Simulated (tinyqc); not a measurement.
# Charge stability of a double quantum dot, constant-interaction model with a charge sensor, step by step

tinyqc, about 0.01 s, one thread, Intel Xeon 2.30GHz (shared host): `OMP_NUM_THREADS=1 python tinyqc.py 2470028 2470029 out.jsonl` Printed values are rounded.

Capacitance matrix C = [[C1, -Cm], [-Cm, C2]], C1 = G1 + X1 + Cm + L1, C2 = G2 + X2 + Cm + L2. Gate charges n1 = (G1 V1 + X1 V2)/q, n2 = (X2 V1 + G2 V2)/q. The state (N1, N2) has U = (1/2) d^T E d with d = (N1 - n1, N2 - n2) and E = q^2 C^(-1). Leads at 0 V; no tunnel coupling, spin or level spacing. The sensor reads s1 <N1> + s2 <N2>.

Inputs (values chosen for the exercise):
- G1 = 1.3 aF (gate 1 to dot 1)
- G2 = 0.95 aF (gate 2 to dot 2)
- X1 = 0.37 aF (gate 2 to dot 1)
- X2 = 0.19 aF (gate 1 to dot 2)
- Cm = 1.3 aF (between the dots)
- L1 = 7.1 aF (dot 1 to leads and ground)
- L2 = 6.7 aF (dot 2 to leads and ground)
- s1 = 0.88 (sensor weight of dot 1)
- s2 = 0.2 (sensor weight of dot 2)
- T = 11 K (temperature)
- V1 = 113 mV (voltage of gate 1)
- V2 = 157 mV (voltage of gate 2)

Constants: q = 1.602176634e-19 C, kB = 1.380649e-23 J/K, Vt = kB T/q. Results are converted to the units shown.

## Charging energies and lever arms

E = q^2 C^(-1) holds EC1, EC2 on the diagonal and ECm off it; the lever arms are A = C^(-1) [[G1, X1], [X2, G2]] (row: dot, column: gate).

C (aF):

|  | 1 | 2 |
|---|---|---|
| 1 | 10.07 | -1.3 |
| 2 | -1.3 | 9.14 |

E (meV):

|  | 1 | 2 |
|---|---|---|
| 1 | 16.2080 | 2.3053 |
| 2 | 2.3053 | 17.8572 |

lever arms (eV/V):

|  | 1 | 2 |
|---|---|---|
| 1 | 0.134245 | 0.051099 |
| 2 | 0.039882 | 0.111207 |

gate charges: n1 1.27945, n2 1.06493

ECm is 13.6 % of the geometric mean of EC1 and EC2.

## Energies and occupation of the charge states

U for N1, N2 = 0, 1, 2; p is proportional to exp(-U/kB T), normalised over these nine states.

| state | U (meV) | p |
|---|---|---|
| (0,0) | 26.5327 | 0.000000 |
| (0,1) | 13.4953 | 0.000001 |
| (0,2) | 18.3149 | 0.000000 |
| (1,0) | 11.4445 | 0.000012 |
| (1,1) | 0.7123 | 0.973212 |
| (1,2) | 7.8373 | 0.000529 |
| (2,0) | 12.5643 | 0.000004 |
| (2,1) | 4.1374 | 0.026241 |
| (2,2) | 13.5676 | 0.000001 |

mean charges: <N1> 1.02624, <N2> 1.00052
sensor signal = 1.10320

The ground state is (1,1), 3.43 meV (3.61 kB T) below (2,1).

## Triple points

The states (0,0), (1,0), (0,1) meet where E n = (EC1/2, EC2/2), and (1,1), (1,0), (0,1) where E n = (EC1/2 + ECm, EC2/2 + ECm); the gate voltages follow from n.

gate charges:

|  | n1 | n2 |
|---|---|---|
| electron point | 0.436906 | 0.443597 |
| hole point | 0.563094 | 0.556403 |

gate voltages (mV):

|  | V1 | V2 |
|---|---|---|
| electron point | 34.5183 | 67.9091 |
| hole point | 45.2673 | 84.7840 |

distance between the points = 20.0076 mV

The line between the two points is the (1,0)-(0,1) transition, where an electron moves from dot to dot.
